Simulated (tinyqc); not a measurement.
Composition from the perpendicular lattice constant.

Problem. The layer is x parts of the first compound and 1 - x of the second, grown coherently on the second as substrate and barrier. Rows of the table: lattice constant a, average valence level Ea on an absolute scale, spin-orbit splitting so, gaps at Gamma, X and L, hydrostatic deformation potentials av and ac (Gamma), shear potential b, elastic constants, electron and heavy-hole (along z) masses. All are interpolated linearly in x; gaps get -C x (1 - x), taken wholly in the conduction band; real line-ups can differ from this model by 0.1 eV or more. In-plane strain e = (a_substrate - a)/a, e_z = -2 (c12/c11) e, volume change 2 e + e_z. X-ray diffraction gives a_z = a (1 + e_z) of the coherent layer. Find x, e and the relaxed Gamma gap.

Inputs (values chosen for the exercise): bowing of the Gamma gap CG = 0.19 eV; bowing of the X gap CX = 0.24 eV; bowing of the L gap CL = 0.16 eV.

Binary compounds, values chosen for the exercise:

|  | close to GaP | close to GaAs |
|---|---|---|
| a (angstrom) | 5.451 | 5.653 |
| Ea (eV) | -7.4 | -6.92 |
| so (eV) | 0.0806 | 0.345 |
| EG (eV) | 2.82 | 1.41 |
| EX (eV) | 2.24 | 1.91 |
| EL (eV) | 2.58 | 1.69 |
| av (eV) | 1.68 | 1.17 |
| ac (eV) | -7.12 | -7.24 |
| b (eV) | -1.82 | -1.72 |
| c11 (GPa) | 140 | 118 |
| c12 (GPa) | 62.8 | 54.3 |
| me (m0) | 0.129 | 0.0663 |
| mh (m0) | 0.331 | 0.349 |

lattice constant along the growth direction = 5.57177514 angstrom

Answer. a_z changes steadily with x, about (1 + 2 c12/c11) times as fast as the relaxed lattice constant, so one composition matches.

x = 0.210
e = 0.756 %
relaxed Gamma gap = 1.67 eV

Computed by the program tinyqc: `OMP_NUM_THREADS=1 python tinyqc.py 2690130 2690131 out.jsonl`, one thread of a shared Intel Xeon 2.30GHz, about 0.01 s for the whole run.
